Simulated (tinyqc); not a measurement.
Length of a molecular wire: coherent transport through a tight-binding bridge. Computed by the program tinyqc. T = Gamma_L Gamma_R |G_1n|^2 with the self-energies of semi-infinite chains.

A uniform bridge between two chains:

| parameter | value |
|---|---|
| site energy (eV) | 2.160000 |
| hopping in the bridge (eV) | 0.670000 |
| lead hopping (eV) | 2.230000 |
| couplings (eV) | 0.99, 0.51 |
| E (eV) | 0.040000 |

Transmission against length:

| sites | T | ln T |
|---|---|---|
| 2 | 5.2803e-03 | -5.2438 |
| 3 | 6.6784e-04 | -7.3115 |
| 5 | 1.0737e-05 | -11.4418 |
| 6 | 1.3616e-06 | -13.5068 |
| 7 | 1.7268e-07 | -15.5718 |
| 8 | 2.1899e-08 | -17.6368 |
| 9 | 2.7773e-09 | -19.7018 |
| 10 | 3.5221e-10 | -21.7668 |

Estimate the missing row, sites = 4.

Computed row:
```
sites           T     ln T
4      8.4666e-05  -9.3768
```

E lies outside the band of the bridge (|E - e|/2h = 1.582 > 1), so T decays as exp(-beta n) with beta = 2 arccosh(1.582) = 2.0650 a site; the last two rows give 2.0650.
